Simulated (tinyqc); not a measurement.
# Ellipsometry and reflectance of a transparent film on an absorbing substrate, step by step

Numbers from tinyqc (`OMP_NUM_THREADS=1 python tinyqc.py 2870164 2870165 out.jsonl`; about 0.2 s on one thread of a shared Intel Xeon 2.30GHz). Printed values are rounded.

Air (index 1), film, substrate with N2 = n2 - i k2; time factor exp(+i w t). q_j = sqrt(N_j^2 - sin^2 th), root with positive real part. Fresnel coefficients r_s = (q_a - q_b)/(q_a + q_b), r_p = (N_b^2 q_a - N_a^2 q_b)/(N_b^2 q_a + N_a^2 q_b). tan(Psi) exp(i Delta) = R_p/R_s, Delta taken from 0 to 360 degrees.

Parameters, values chosen for the exercise; indices close to those of hafnium oxide on silicon:
- lam = 546.1 nm (wavelength)
- th = 75 degrees (angle of incidence)
- n1 = 2.062 (index of the transparent film)
- d = 25 nm (film thickness)
- n2 = 4.086 (index of the substrate)
- k2 = 0.031 (extinction coefficient of the substrate)

## Interface coefficients and thickness period

q0, q1, q2 and the coefficients r01 and r12 for p and s; the results repeat in d with the period lam/(2 q1).

q0 = 0.258819
q1 = 1.82177
q2 = 3.97019-0.03190i
r01,p = -0.246835
r01,s = -0.751206
r12,p = 0.286181-0.003277i
r12,s = -0.370952+0.003465i
period = 149.882 nm

## Psi, Delta and reflectances

beta = 2 pi d q1/lam, X = exp(-2 i beta), R = (r01 + r12 X)/(1 + r01 r12 X) for p and s.

beta = 0.524011 rad
X = 0.499286-0.866437i
R_p = -0.126594-0.250453i
R_s = -0.843278+0.104178i
Psi = 18.2770 degrees
Delta = 70.2278 degrees
|R_p|^2 = 0.0787526
|R_s|^2 = 0.721971

The bare substrate gives Psi = 2.771 and Delta = 175.25 degrees.
